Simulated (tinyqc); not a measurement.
From results back to parameters: inversion layer as a triangular well, valleys of the Si type. Four cases, with inputs chosen for the exercise.

Problem. The spacing of the two lowest levels of one ladder was computed from a hidden sheet density Ns.

The field is taken as constant, e F = 4 pi (e^2/4 pi eps0)(Nd + eta Ns)/eps, with 1e12/cm^2 = 1e-4/angstrom^2, and the oxide as a hard wall at z = 0; c = hbar^2/2m0.

Level j of a valley lies at E_j = a_j (c (e F)^2/m_z)^(1/3) above the band edge at the surface, with the Airy zeros a_j = 2.338107, 4.087949, 5.520560, 6.786708, 7.944134, 9.022651, 10.040174, 11.008524, 11.936016, 12.828777, and has <z> = 2 E_j/(3 e F).

Constants: hbar^2/2m0 = 3.80998211 eV angstrom^2; e^2/(4 pi eps0) = 14.39964547 eV angstrom.

Find: F; Ns.

Method. e F = sqrt(m_z/c) [(E_1 - E_0)/(a_1 - a_0)]^(3/2), with a_0 and a_1 the first two zeros; then Ns = (eps e F/(4 pi e^2/4 pi eps0) - Nd)/eta.

Case 1.

Values chosen (near those of Si; shifted at random, so the results belong to these values and not to a real crystal):
- m_z = 0.916 m0 (confinement mass)
- eps = 11.5 (dielectric constant)
- Nd = 1.7 x 1e12/cm^2 (depletion charge)
- eta = 0.75 (share of Ns in the effective field)

E_1 - E_0 = 115.7269 meV

Solution.

F = 0.8339 MV/cm
Ns = 4.80 x 1e12/cm^2

Case 2.

Values chosen (near those of Si; shifted at random, so the results belong to these values and not to a real crystal):
- m_z = 0.2567 m0 (confinement mass)
- eps = 11.7 (dielectric constant)
- Nd = 1.4 x 1e12/cm^2 (depletion charge)
- eta = 0.5 (share of Ns in the effective field)

E_1 - E_0 = 208.4400 meV

Solution.

F = 1.0671 MV/cm
Ns = 11.00 x 1e12/cm^2

Case 3.

Values chosen (near those of Si; shifted at random, so the results belong to these values and not to a real crystal):
- m_z = 0.908 m0 (confinement mass)
- eps = 11.5 (dielectric constant)
- Nd = 0.96 x 1e12/cm^2 (depletion charge)
- eta = 0.5 (share of Ns in the effective field)

E_1 - E_0 = 57.7470 meV

Solution.

F = 0.2927 MV/cm
Ns = 1.80 x 1e12/cm^2

Case 4.

Values chosen (near those of Si; shifted at random, so the results belong to these values and not to a real crystal):
- m_z = 0.2602 m0 (confinement mass)
- eps = 11.9 (dielectric constant)
- Nd = 0.23 x 1e12/cm^2 (depletion charge)
- eta = 0.5 (share of Ns in the effective field)

E_1 - E_0 = 117.2262 meV

Solution.

F = 0.4531 MV/cm
Ns = 5.50 x 1e12/cm^2

Computed by tinyqc, one run a case: `OMP_NUM_THREADS=1 python tinyqc.py N N+1 out.jsonl` with N = 1281708, 1281726, 1281729, 1281764; one thread of a shared Intel(R) Xeon(R) Processor @ 2.30GHz, about 0.03 s a run at most.
